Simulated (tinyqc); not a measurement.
States in the gap of a film: thin (001) film in sp3s* tight binding with raised dangling bonds.

Planes alternate anion (a), cation (c) along [001], a/4 apart, starting with an anion; zero in-plane momentum; levels counted from the bulk Ev, the lower root of [[Epa, Vxx], [Vxx, Epc]]; no spin-orbit coupling. Block of s, pz, s*: from an anion to the cation above, Vss/2 (s,s), Vsapc/2 (s,z), -Vscpa/2 (z,s), Vxx/2 (z,z), Vxapc/2 (s*,z), -Vpaxc/2 (z,s*); to the cation below the same with the s-z and s*-z signs reversed. Block of u = (px + py)/sqrt2 and v = (px - py)/sqrt2: to the cation above (Vxx + Vxy)/2 for u and (Vxx - Vxy)/2 for v, to the cation below the reverse. Each surface atom has two dangling sp3 hybrids; raising both by dl adds (dl/2) [[1, t], [t, 1]] to its s, pz levels (t = -1 at the bottom face, +1 at the top) and dl to the one of u, v in whose plane the missing bonds lie (v for a bottom anion or a top cation, u for a top anion).

Values chosen for the exercise (out of a larger set: near a published set for InAs, fitted to gaps, whose masses and valley positions are rough; not measured data): p = (-9.558, 0.905, -2.713, 3.725, 7.364, 6.718, -5.59, 1.832, 4.489, 3.057, 5.477, 3.365, 3.914) eV (order Esa, Epa, Esc, Epc, Exa, Exc, Vss, Vxx, Vxy, Vsapc, Vscpa, Vxapc, Vpaxc); Nw = 21 (planes in the thicker film).

edges (eV): Gamma 0.41579, Delta 2.28156

Levels between 0 and the lower bulk edge, the largest weight on the two outer planes of both faces among them, and the nearest levels outside, for several shifts dl.

Film of Nw planes:
```
dl (eV)  levels in the gap  at (eV)  surface weight  next above (eV)  next below (eV)
0                        1    0.069            0.21           0.9018          -0.0724
1                        1    0.182            0.23           1.0034          -0.0691
2                        1    0.314            0.25           1.0827          -0.0677
3                        0        -               -           0.4510          -0.0301
5                        1    0.189            0.24           0.6838          -0.0661
10                       0        -               -           0.4163          -0.0653
30                       0        -               -           0.5497          -0.0647
100                      0        -               -           0.5874          -0.0644
```

Can the levels of the bare film be read as confined subbands?

No: with bare surfaces (dl = 0) 1 level lies in the bulk gap, with up to 21 % of the weight on the four outer planes, two a face, where an even spread gives 19 %: a state drawn out of a band edge by the surface, no confined subband, which would lie outside the bulk gap. The reruns show the bulk gap clear from dl = 10 eV on, and at dl = 30 eV the next level above lies -37.7 meV from its value at 100 eV. At dl = 3, 10 and 30 eV the next level above is more than 20 meV from its value at 100 eV, so the surface still acts on it. It is also clear at dl = 3 eV, between two surface states passing through.

Program tinyqc; command `OMP_NUM_THREADS=1 python tinyqc.py 1481146 1481147 out.jsonl`; about 0.3 s on one thread of a shared Intel(R) Xeon(R) Processor @ 2.30GHz.
